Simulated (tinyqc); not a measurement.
Ballistic Schottky-barrier transistor with a one-dimensional channel, WKB contacts: effect of the screening length.

Source Fermi level 0, drain Fermi level -Vd. Far from the contacts Ec = pn - psi, and the gate moves psi one to one; the band edges relax as exp(-x/lam) from pn at the source and pn - Vd at the drain; Ev = Ec - Eg. A carrier of energy w inside the channel band meets at a contact a barrier of height D (the contact edge beyond the channel edge): T = 1 for w >= D, else exp(-S), S = 4 lam sqrt(m/C) [sqrt(D - w) - sqrt(w) arctan sqrt((D - w)/w)], C = hbar^2/(2 m0). The two contacts combine as Ts Td/(Ts + Td - Ts Td).

I = g (2 q^2/h) int T(w) [f(Es + w) - f(Ed + w)] dw, f(y) = 1/(1 + exp(y/Vt)). Electrons: Ds = psi, Dd = psi - Vd, Es = Ec, Ed = Ec + Vd. Holes: Ds = -psi, Dd = Vd - psi, Es = -Ev, Ed = -Ev - Vd. The size of each current is taken; both flow from drain to source and add. The integrals are converged.

Values chosen for this exercise; channel values close to those of a silicon nanowire with silicide contacts: temperature T = 350 K; barrier for electrons at both contacts pn = 0.69 eV; electron mass mn = 0.2 m0; valleys or subbands g = 2; drain bias Vd = 0.3 V; band shift psi of the channel by the gate ps = 0.48 V.

Constants: q = 1.602176634e-19 C, kB = 1.380649e-23 J/K, hbar = 1.054571817e-34 J s, h = 6.62607015e-34 J s, m0 = 9.1093837015e-31 kg, Vt = kB T/q, hbar^2/(2 m0) = 0.0380998212 eV nm^2. Results are converted to the units shown.

Result of one run:
```
current of the electrons (uA),share over the barriers (%),|d psi/d log10| of this current (mV/decade)
1.587e-5,0.003415,97.64
```

Which screening length at the contacts lam gave this result: 0.5, 1.6, 3.7, 4.8 or 5.9 nm?

lam = 1.6 nm.

The whole series:
```
lam (nm),current of the electrons (uA),share over the barriers (%),|d psi/d log10| of this current (mV/decade)
0.5,4.949e-4,1.095e-4,78.90
1.6,1.587e-5,0.003415,97.64
2.6,1.718e-6,0.03155,120.1
3.7,3.194e-7,0.1697,150.3
4.8,1.004e-7,0.5399,185.1
5.9,4.416e-8,1.228,223.7
6.9,2.535e-8,2.139,261.3
8,1.587e-8,3.415,304.6
```

The current falls from 4.95e-4 to 1.59e-8 uA, while the share over the barriers rises from 1.10e-4 to 3.41 %: the thermionic part does not depend on lam, and a thinner barrier adds tunnelling. The swing rises from 78.9 to 305 mV/decade.

Range of the model: No scattering, image-force lowering, channel charge or band-to-band tunnelling; parabolic kappa overstates S deep in the gap.

tinyqc, about 0.05 s, one thread, Intel Xeon 2.30GHz (shared host): `OMP_NUM_THREADS=1 python tinyqc.py 2390030 2390031 out.jsonl`
